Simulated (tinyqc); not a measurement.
## Trap and transport parameters from the curve

Problem. A layer shows an ohmic current q n0 mu V/L, then a square law (9/8) th eps0 eps_r mu V^2/L^3 above Vx = 8 q n0 L^2/(9 th eps0 eps_r), and trap filling at V_TFL = q Nt L^2/(2 eps0 eps_r). th = y/(1 + y), y = (Nc/Nt) exp(-Et/kB T). The square-law current at V is given. Find th, n0, Nt and Et.

Inputs (values chosen for the exercise):

| symbol | value | unit | meaning |
|---|---|---|---|
| T | 250 | K | temperature |
| eps_r | 6.7 |  | relative permittivity |
| mu | 0.0011 | cm^2/(V s) | mobility |
| L | 1200 | nm | thickness |
| Nc | 1.3e20 | cm^-3 | band density of states |
| V | 4.3 | V | voltage |

Constants: q = 1.602176634e-19 C, kB = 1.380649e-23 J/K, Vt = kB T/q, eps0 = 8.8541878128e-14 F/cm where lengths are in cm. Results are converted to the units shown.

Mott-Gurney J = 9.5064693e-9 A/cm^2
Vx = 0.48561089 V
V_TFL = 70.003839 V

Solution. The square law gives th, Vx gives n0, V_TFL gives Nt, and th with Nt gives Et.

th = 1.210e-6
n0 = 1.700e8 cm^-3
Nt = 3.600e16 cm^-3
Et = 0.4700 eV

tinyqc, about 0.01 s, one thread, Intel Xeon 2.30GHz (shared host): `OMP_NUM_THREADS=1 python tinyqc.py 2370024 2370025 out.jsonl`
